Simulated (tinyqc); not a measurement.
Silicon n-p-n transistor, Gummel numbers and transit times: one step of the calculation.

One-dimensional n-p-n transistor in the forward active mode at low injection. In the base p(x) = NB exp(-eta x/wb) and ni(x)^2 = ni^2 exp((g0 + g1 x/wb)/Vt); electrons leave the base at vsat; band spikes at the emitter junction and recombination inside the emitter are ignored.

Question. Base Gummel number and transit time. f(x) = p(x) ni^2/ni(x)^2; I(x) = integral from x to wb of f/Dn, plus f(wb)/vsat; base Gummel number GB = I(0); electron density per unit flux n/(J/q) = I/f; base transit time tauB = integral of I/f over the base. Trapezoid rule on 11 equal steps.

Inputs (values chosen for the exercise); band and dielectric values close to those of silicon: temperature T = 250 K; saturation velocity vsat = 9.99e6 cm/s; neutral base width wb = 160 nm; base doping at the emitter edge NB = 1.9e17 cm^-3; doping falls as exp(-eta x/wb) eta = 0; gap reduction at the emitter edge of the base g0 = 0 eV; further gap reduction across the base (linear) g1 = 0 eV; electron diffusion coefficient in the base Dn = 9.9 cm^2/s.

Constants: q = 1.602176634e-19 C, kB = 1.380649e-23 J/K, Vt = kB T/q. Results are converted to the units shown.

Wanted: x; f; I; I/f; GB; tauB.

Answer.

```
point	x (nm)	f (cm^-3)	I (s/cm^4)	I/f (s/cm)
0	0.0	1.900e17	3.261e11	1.716e-6
1	14.5	1.900e17	2.982e11	1.569e-6
2	29.1	1.900e17	2.703e11	1.422e-6
3	43.6	1.900e17	2.423e11	1.275e-6
4	58.2	1.900e17	2.144e11	1.129e-6
5	72.7	1.900e17	1.865e11	9.816e-7
6	87.3	1.900e17	1.586e11	8.347e-7
7	101.8	1.900e17	1.307e11	6.878e-7
8	116.4	1.900e17	1.028e11	5.409e-7
9	130.9	1.900e17	7.485e10	3.939e-7
10	145.5	1.900e17	4.693e10	2.470e-7
11	160.0	1.900e17	1.902e10	1.001e-7
```

GB = 3.261e11 s/cm^4
tauB = 14.53 ps

Range of the model: Heavy doping makes emitter or base degenerate; gE and g0 are to be read as apparent gap changes that include this.

tinyqc, about 0.01 s, one thread, Intel Xeon 2.30GHz (shared host): `OMP_NUM_THREADS=1 python tinyqc.py 2320066 2320067 out.jsonl`
